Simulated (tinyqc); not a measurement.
AlGaN/GaN HEMT with access regions, lumped model: two steps of the calculation.

A polarisation-induced electron sheet under a Schottky gate, in series with two ungated access regions and contacts. Drift law v = mu E/(1 + mu E/vs) under the gate. Currents in mA/mm, resistances in ohm mm. No self-heating, no channel-length modulation; fits for polarisation, barrier and offset are chosen for the exercise.

Inputs (values chosen for the exercise); values close to those of AlGaN/GaN structures:
```
symbol  value        unit                                               meaning
x        0.25                                    aluminium share of the barrier
d          30          nm                                     barrier thickness
eps_r     9.4                      relative permittivity of barrier and channel
mu       1500  cm^2/(V s)                                      channel mobility
vs      1.1e7        cm/s                                   saturation velocity
Lg        1.5          um                                           gate length
Ls          1          um                                  source access length
Ld          8          um                                   drain access length
Rc       0.33      ohm mm                            resistance of each contact
ft          0              share of the drain-access electrons removed by traps
Vg        0.5           V                                          gate voltage
Ec        2.8       MV/cm                                        critical field
te       0.16          um          depth over which the depleted charge spreads
tf        300          nm                       insulator under the field plate
ei        3.9                           relative permittivity of that insulator
```

Constants: q = 1.602176634e-19 C, eps0 = 8.8541878128e-14 F/cm where lengths are in cm. Results are converted to the units shown.

Question 1. Polarisation charge, threshold and sheet resistance. sigma = (5e13 x + 1.6e13 x^2) cm^-2, phiB = 0.84 + 1.3 x, dEc = 0.7 (1.71 x + x^2) in volts, Cb = eps0 eps_r/d, VT = phiB - dEc - q sigma/Cb, access density n0 = -Cb VT/q. Rsh = 1/(q mu n0); largest access current q n0 vs.

Wanted: sigma; Cb; VT; n0; Rsh; q n0 vs.

Answer 1.

sigma = 1.350e13 cm^-2
Cb = 0.2774 uF/cm^2
VT = -6.974 V
n0 = 1.208e13 cm^-2
Rsh = 344.6 ohm
q n0 vs = 2128 mA/mm

Question 2. On-resistance and breakdown. Ron = 2 Rc + Ls/(q mu n0) + Ld/(q mu (1 - ft) n0) + Lg/(mu Cb (Vg - VT)). Off state: a depleted stretch that holds the voltage V has the peak field sqrt(k V), k = 2 q n0/(eps0 eps_r te), so one edge holds V1 = Ec^2/k. The sheet under the plate pinches off at Vf = q n0 (1/Cb + tf/(eps0 ei)); beyond it the gate edge is screened. BV = V1 if Vf >= V1, else Vf + V1, and at most Ec Ld. Specific resistance Ron (Ls + Lg + Ld); figure of merit BV^2 over it.

Wanted: Ron; Vf; V1; BV; specific resistance; figure of merit.

Answer 2.

Ron = 4.2432 ohm mm
Vf = 175.07 V
V1 = 26.979 V
BV = 26.979 V
specific resistance = 0.44554 mohm cm^2
figure of merit = 1.6337 MW/cm^2

The plate pinches off too late to screen the gate edge, so it adds nothing.

tinyqc, about 0.02 s, one thread, Intel Xeon 2.30GHz (shared host): `OMP_NUM_THREADS=1 python tinyqc.py 2570108 2570109 out.jsonl`
